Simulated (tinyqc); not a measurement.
UKS/PBE0 in the 3-21g basis, for H2-, spin multiplicity 2, step by step. The basis has no diffuse functions, so it cannot describe the extra electron: this is an exercise in the method, not the real anion. One step of it, computed by the program tinyqc.

Problem. Iteration 1: building the Kohn-Sham matrix. J_ij = sum D_kl (ij|kl) with D = D(alpha) + D(beta), K_ij = sum D_kl (ik|jl) for each spin; F = H + J - 0.25 K(s) + V_xc; E = tr D H + tr D J / 2 - 0.125 sum_s tr D(s) K(s) + E_xc + E_nn.

D(alpha) at the start:
```
,1H 1s,1H 2s,2H 1s,2H 2s
1H 1s,0.255372,0.461346,0.017030,-0.269342
1H 2s,0.461346,1.187707,-0.269342,-1.052372
2H 1s,0.017030,-0.269342,0.255372,0.461346
2H 2s,-0.269342,-1.052372,0.461346,1.187707
```

D(beta) at the start:
```
,1H 1s,1H 2s,2H 1s,2H 2s
1H 1s,0.136201,0.096002,0.136201,0.096002
1H 2s,0.096002,0.067668,0.096002,0.067668
2H 1s,0.136201,0.096002,0.136201,0.096002
2H 2s,0.096002,0.067668,0.096002,0.067668
```

core Hamiltonian H = T + V (hartree):
```
,1H 1s,1H 2s,2H 1s,2H 2s
1H 1s,-0.769610,-0.870042,-0.551608,-0.651724
1H 2s,-0.870042,-0.915709,-0.651724,-0.798282
2H 1s,-0.551608,-0.651724,-0.769610,-0.870042
2H 2s,-0.651724,-0.798282,-0.870042,-0.915709
```

Two-electron integrals (ij|kl) in chemists' order, unique and non-zero (hartree):
```
i,j,k,l,(ij|kl)
1,1,1,1,1.140145
2,1,1,1,0.611403
2,1,2,1,0.345152
2,2,1,1,0.626370
2,2,2,1,0.380329
2,2,2,2,0.482957
3,1,1,1,0.251119
3,1,2,1,0.144237
3,1,2,2,0.162719
3,1,3,1,0.082037
3,2,1,1,0.273633
3,2,2,1,0.167183
3,2,2,2,0.212248
3,2,3,1,0.102012
3,2,3,2,0.148034
3,3,1,1,0.585202
3,3,2,1,0.366503
3,3,2,2,0.485109
3,3,3,1,0.251119
3,3,3,2,0.392915
3,3,3,3,1.140145
4,1,1,1,0.392915
4,1,2,1,0.222874
4,1,2,2,0.247567
4,1,3,1,0.102012
4,1,3,2,0.121150
4,1,3,3,0.273633
4,1,4,1,0.148034
4,2,1,1,0.452718
4,2,2,1,0.277066
4,2,2,2,0.358922
4,2,3,1,0.134878
4,2,3,2,0.188142
4,2,3,3,0.452718
4,2,4,1,0.188142
4,2,4,2,0.289995
4,3,1,1,0.366503
4,3,2,1,0.228169
4,3,2,2,0.302530
4,3,3,1,0.144237
4,3,3,2,0.222874
4,3,3,3,0.611403
4,3,4,1,0.167183
4,3,4,2,0.277066
4,3,4,3,0.345152
4,4,1,1,0.485109
4,4,2,1,0.302530
4,4,2,2,0.412022
4,4,3,1,0.162719
4,4,3,2,0.247567
4,4,3,3,0.626370
4,4,4,1,0.212248
4,4,4,2,0.358922
4,4,4,3,0.380329
4,4,4,4,0.482957
```

nuclear repulsion = 0.59929469 hartree

V_xc(alpha) (hartree):
```
,1H 1s,1H 2s,2H 1s,2H 2s
1H 1s,-0.490073,-0.268986,-0.129730,-0.178252
1H 2s,-0.268986,-0.276772,-0.178252,-0.221666
2H 1s,-0.129730,-0.178252,-0.490073,-0.268986
2H 2s,-0.178252,-0.221666,-0.268986,-0.276772
```

V_xc(beta) (hartree):
```
,1H 1s,1H 2s,2H 1s,2H 2s
1H 1s,-0.439644,-0.240693,-0.125554,-0.164590
1H 2s,-0.240693,-0.243121,-0.164590,-0.199564
2H 1s,-0.125554,-0.164590,-0.439644,-0.240693
2H 2s,-0.164590,-0.199564,-0.240693,-0.243121
```

E_xc = sum of w rho eps_xc = -0.86883673 hartree

Give: Coulomb J; exchange K(alpha); exchange K(beta); F(alpha); F(beta); total energy of this density.

Solution.

Coulomb J (hartree):
```
,1H 1s,1H 2s,2H 1s,2H 2s
1H 1s,2.1153,1.2426,0.6156,0.8405
1H 2s,1.2426,1.5035,0.8405,1.2132
2H 1s,0.6156,0.8405,2.1153,1.2426
2H 2s,0.8405,1.2132,1.2426,1.5035
```

exchange K(alpha) (hartree):
```
,1H 1s,1H 2s,2H 1s,2H 2s
1H 1s,0.8062,0.6079,0.3023,0.4055
1H 2s,0.6079,0.5552,0.4055,0.4533
2H 1s,0.3023,0.4055,0.8062,0.6079
2H 2s,0.4055,0.4533,0.6079,0.5552
```

exchange K(beta) (hartree):
```
,1H 1s,1H 2s,2H 1s,2H 2s
1H 1s,0.5385,0.4424,0.3757,0.3955
1H 2s,0.4424,0.4167,0.3955,0.3993
2H 1s,0.3757,0.3955,0.5385,0.4424
2H 2s,0.3955,0.3993,0.4424,0.4167
```

F(alpha) (hartree):
```
,1H 1s,1H 2s,2H 1s,2H 2s
1H 1s,0.6540,-0.0484,-0.1414,-0.0909
1H 2s,-0.0484,0.1723,-0.0909,0.0799
2H 1s,-0.1414,-0.0909,0.6540,-0.0484
2H 2s,-0.0909,0.0799,-0.0484,0.1723
```

F(beta) (hartree):
```
,1H 1s,1H 2s,2H 1s,2H 2s
1H 1s,0.7714,0.0212,-0.1555,-0.0747
1H 2s,0.0212,0.2405,-0.0747,0.1155
2H 1s,-0.1555,-0.0747,0.7714,0.0212
2H 2s,-0.0747,0.1155,0.0212,0.2405
```

total energy of this density = -0.815948 hartree
